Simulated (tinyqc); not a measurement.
Surface potential of a MOS transistor: implicit equation and explicit approximations: one step of the calculation.

p-type body, charge-sheet picture, depletion and inversion only, full ionisation (an idealisation for deep acceptors), Boltzmann statistics (rough once Na exp(x - xn) passes about Nc/7). In units of Vt: xg = (Vg - Vfb)/Vt, x = psi/Vt, G = gamma/sqrt(Vt), xn = (2 phiF + Vc)/Vt. The implicit equation is (xg - x)^2 = G^2 [x - 1 + exp(x - xn)] for x above about 3. Cox = eps0 eox/tox.

Question. New x. D = exp(x - xn), f = (xg - x)^2 - G^2 (x - 1 + D), f' = -2 (xg - x) - G^2 (1 + D), x(new) = x - f/f'.

x at the start = 36.45
G = 8.4963675
xn = 35.619812
xg = 87.033886

Wanted: D; f; f'; x after iteration 1.

Answer.

D = 2.294
f = -165.9
f' = -338.9
x after iteration 1 = 35.96

Computed by the program tinyqc: `OMP_NUM_THREADS=1 python tinyqc.py 2122096 2122097 out.jsonl`, one thread of a shared Intel Xeon 2.30GHz, about 0.01 s for the whole run.
